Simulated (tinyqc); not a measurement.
Ellipsometry and reflectance of a transparent film on an absorbing substrate: two steps of the calculation.

Air (index 1), film, substrate with N2 = n2 - i k2; time factor exp(+i w t). q_j = sqrt(N_j^2 - sin^2 th), root with positive real part. Fresnel coefficients r_s = (q_a - q_b)/(q_a + q_b), r_p = (N_b^2 q_a - N_a^2 q_b)/(N_b^2 q_a + N_a^2 q_b). tan(Psi) exp(i Delta) = R_p/R_s, Delta taken from 0 to 360 degrees.

Values chosen for this exercise; indices close to those of titanium dioxide on silicon:
- lam = 800 nm (wavelength)
- th = 70 degrees (angle of incidence)
- n1 = 2.421 (index of the transparent film)
- d = 11 nm (film thickness)
- n2 = 3.692 (index of the substrate)
- k2 = 0.0065 (extinction coefficient of the substrate)

Task 1. Interface coefficients and thickness period. q0, q1, q2 and the coefficients r01 and r12 for p and s; the results repeat in d with the period lam/(2 q1).

Find: q0; q1; q2; r01,p; r01,s; r12,p; r12,s; period.

Result 1.

q0 = 0.34202
q1 = 2.2312
q2 = 3.5704-0.0067i
r01,p = -0.053479
r01,s = -0.73417
r12,p = 0.18477-0.00079i
r12,s = -0.23084+0.00089i
period = 179.28 nm

Task 2. Psi, Delta and reflectances. beta = 2 pi d q1/lam, X = exp(-2 i beta), R = (r01 + r12 X)/(1 + r01 r12 X) for p and s.

q1 = 2.2311922
r01,p = -0.053479111
r01,s = -0.73416874
r12,p = 0.18476911-0.00079133i
r12,s = -0.23083720+0.00089110i

Give: beta; X; R_p; R_s; Psi; Delta; |R_p|^2; |R_s|^2.

Result 2.

beta = 0.19276 rad
X = 0.92660-0.37604i
R_p = 0.11824-0.07131i
R_s = -0.82095+0.03010i
Psi = 9.5414 degrees
Delta = 151.01 degrees
|R_p|^2 = 0.019067
|R_s|^2 = 0.67486

The bare substrate gives Psi = 9.129 and Delta = 179.67 degrees.

tinyqc, about 0.01 s, one thread, Intel Xeon 2.30GHz (shared host): `OMP_NUM_THREADS=1 python tinyqc.py 2870163 2870164 out.jsonl`
